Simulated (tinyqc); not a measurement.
# Quantum limit of the contact resistance of a three-dimensional channel: two studies

Parabolic band with gv valleys, C = hbar^2/(2 m0), eta = (EF - Ec)/(kB T). Landauer picture: each mode conducts 2 q^2/h, and the contacts and the channel add incoherently in series, 1/Tt - 1 = 2 (1/tc - 1) + L/lam for the total transmission Tt.

Parameters, values chosen for the exercise:
```
symbol,value,unit,meaning
T,300,K,temperature
m,0.11,m0,mass
gv,3,,valleys
n,1.6e18,cm^-3,carrier density
tc,0.87,,transmission of each contact
lam,9.8,nm,back-scattering length of the channel
```

Constants: q = 1.602176634e-19 C, kB = 1.380649e-23 J/K, hbar = 1.054571817e-34 J s, h = 6.62607015e-34 J s, m0 = 9.1093837015e-31 kg, Vt = kB T/q, hbar^2/(2 m0) = 0.0380998212 eV nm^2. Results are converted to the units shown.

Each table varies one quantity; the others keep the values above.

## Quantum limit against density

n = N F12(eta), N = 2 gv (m kB T/(4 pi C))^1.5, F12(x) = (2/sqrt(pi)) int_0^infinity sqrt(u)/(1 + exp(u - x)) du; modes per area M = gv m kB T ln(1 + exp(eta))/(4 pi C); at zero temperature M0 = gv kF^2/(4 pi), kF = (3 pi^2 n/gv)^(1/3). kB T in eV. RQ = (h/2q^2)/M for the whole device, R = RQ/Tt; the part of one contact is Rc = RQ (1/tc - 1/2) and the channel adds RQ L/lam.

Results:

| n (cm^-3) | eta | M (cm^-2) | M0 (cm^-2) | RQ/2 (ohm cm^2) |
|---|---|---|---|---|
| 1.4e17 | -2.9584 | 9.0159e10 | 2.9616e11 | 7.1576e-8 |
| 4.3e17 | -1.7991 | 2.7282e11 | 6.2578e11 | 2.3654e-8 |
| 1.4e18 | -0.49491 | 8.4817e11 | 1.3747e12 | 7.6084e-9 |
| 4.3e18 | 0.99022 | 2.3273e12 | 2.9046e12 | 2.7728e-9 |
| 1.4e19 | 3.3193 | 5.9779e12 | 6.3806e12 | 1.0795e-9 |
| 1.4e20 | 16.571 | 2.9528e13 | 2.9616e13 | 2.1855e-10 |
| 4.4e20 | 35.639 | 6.3504e13 | 6.3545e13 | 1.0162e-10 |

Estimate the missing row, n = 4.4e19 cm^-3.

Computed row:

| n (cm^-3) | eta | M (cm^-2) | M0 (cm^-2) | RQ/2 (ohm cm^2) |
|---|---|---|---|---|
| 4.4e19 | 7.5729 | 1.3495e13 | 1.3690e13 | 4.7820e-10 |

With this row back in the table: The limit for one contact, RQ/2, falls from 7.16e-8 to 1.02e-10 ohm cm^2, as n^(-0.99) between the first two rows (eta = -3.0) and n^(-0.67) between the last two (eta = 36); the non-degenerate power is -1 and the degenerate one -2/3. M0 is 3.28 times M in the first row and 0.065 % above it in the last. In 2 of the 8 rows EF lies more than 0.3 eV above Ec, where real bands are no longer parabolic.

## Total resistance against length

Same model as above.

kB T in eV.

Results:

| L (nm) | R (ohm cm^2) | share of the contacts (%) |
|---|---|---|
| 1.1 | 1.8956e-8 | 92.046 |
| 6.9 | 2.6907e-8 | 64.847 |
| 17 | 4.0751e-8 | 42.816 |
| 43 | 7.6391e-8 | 22.841 |
| 110 | 1.6823e-7 | 10.371 |
| 270 | 3.8756e-7 | 4.5021 |

Estimate the missing row, L = 2.8 nm.

Computed row:

| L (nm) | R (ohm cm^2) | share of the contacts (%) |
|---|---|---|
| 2.8 | 2.1286e-8 | 81.969 |

With this row back in the table: R is a straight line in L with intercept 2 Rc = 1.74e-8 ohm cm^2; the share of the contacts falls from 92.0 to 4.50 % and is one half at L = lam (2/tc - 1) = 12.7 nm.

tinyqc, about 0.02 s, one thread, Intel Xeon 2.30GHz (shared host): `OMP_NUM_THREADS=1 python tinyqc.py 2760134 2760135 out.jsonl`
